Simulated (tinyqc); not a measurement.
Changing the hardness d/rho: rigid-ion and shell models of the dielectric response of an ionic crystal. Computed by tinyqc, a small Python program. Command: `OMP_NUM_THREADS=1 python tinyqc.py 3031117 3031118 out.jsonl shell sweep`. One thread of a shared host (Intel(R) Xeon(R) Processor @ 2.30GHz), about 0.01 s of CPU time with the checks.

Charges +Z and -Z; 4 nearest neighbours, Madelung constant M = 1.638055, volume per ion pair Omega = 3.079201 d^3. Energy per pair U = -M Z^2 e2/d + 4 A exp(-d/rho), e2 = e^2/(4 pi eps_0). In the shell model the anion is a core of charge Y - Z and a massless shell of charge -Y, joined by the spring k; the repulsion acts on the shell. Each ion feels the Lorentz field E + (4 pi/3) P (Gaussian units).

Inputs (values chosen for the exercise, for a model crystal):
```
quantity                       value           unit
nearest-neighbour distance d     2.9       angstrom
ionic charge Z                     2              e
cation mass                     28.3              u
anion mass                        19              u
shell charge size Y             2.65              e
core-shell spring k             26.9  eV/angstrom^2
cation polarisability alpha_+    1.1     angstrom^3
```

Structure: zinc blende.

Constants: e^2/(4 pi eps_0) = 14.39964548 eV angstrom; 1 eV/angstrom^3 = 160.2176634 GPa; nu for 1 eV/(angstrom^2 u) = 15.6333042 THz; 1 THz = 33.35640952 1/cm.

Method:
- Zero pressure fixes 4 A exp(-d/rho) = M Z^2 e2 rho/d^2. Then U = -(M Z^2 e2/d)(1 - rho/d), B = M Z^2 e2 (d/rho - 2)/(9 Omega d), and the spring of one sublattice against the other is R = (1/3) x (Laplacian of the repulsion summed over neighbours) = M Z^2 e2 (d/rho - 2)/(3 d^3), so R = 3 B Omega/d^2.
- Eliminating the shell gives the anion polarisability alpha_- = Y^2 e2/(k + R), the Szigeti charge Z_S = Z - Y R/(k + R) and the softened spring R' = k R/(k + R). With b = 4 pi (alpha_+ + alpha_-)/(3 Omega): eps_inf = (1 + 2b)/(1 - b) (Clausius-Mossotti); Born charge Z* = Z_S (eps_inf + 2)/3.
- mu lambda_TO = R' - (4 pi e2/(3 Omega)) Z_S^2/(1 - b); mu lambda_LO = mu lambda_TO + 4 pi e2 Z*^2/(eps_inf Omega); eps_s = eps_inf lambda_LO/lambda_TO.
- lambda in eV/(angstrom^2 u) gives the wavenumber 15.6333042 x 33.35640952 x sqrt(lambda); mu is the reduced mass.

One run for each value; columns: (1) hardness d/rho; (2) eps_s; (3) omega_TO (1/cm); (4) share of R' left after the dipole term; (5) bulk modulus B (GPa); (6) eps_inf; (7) omega_LO (1/cm):
```
(1)      (2)    (3)     (4)    (5)    (6)    (7)
8.19   3.730  315.0  0.6738   47.7  1.861  445.9
9.36   3.106  354.7  0.7497   56.8  1.828  462.4
10.50  2.740  386.4  0.8015   65.6  1.799  476.9
11.70  2.483  414.5  0.8412   74.8  1.771  490.8
12.90  2.301  438.5  0.8708   84.1  1.746  503.5
14.00  2.176  457.8  0.8918   92.5  1.724  514.3
15.20  2.069  476.4  0.9100  101.8  1.703  525.1
16.40  1.984  492.9  0.9244  111.1  1.683  535.2
17.50  1.920  506.5  0.9352  119.5  1.666  543.7
18.70  1.862  519.9  0.9448  128.8  1.649  552.5
```

What does the table show, and why?

Over the rows, eps_s falls from 3.73 to 1.86 (exponent d ln y / d ln x -1.4 between the first rows and -0.46 between the last); omega_TO (1/cm) rises from 315 to 520 (exponent d ln y / d ln x 0.89 between the first rows and 0.39 between the last); share of R' left after the dipole term rises from 0.674 to 0.945 (exponent d ln y / d ln x 0.80 between the first rows and 0.16 between the last). Softer repulsion leaves less spring against the dipole field: omega_TO drops and eps_s climbs towards a ferroelectric instability.
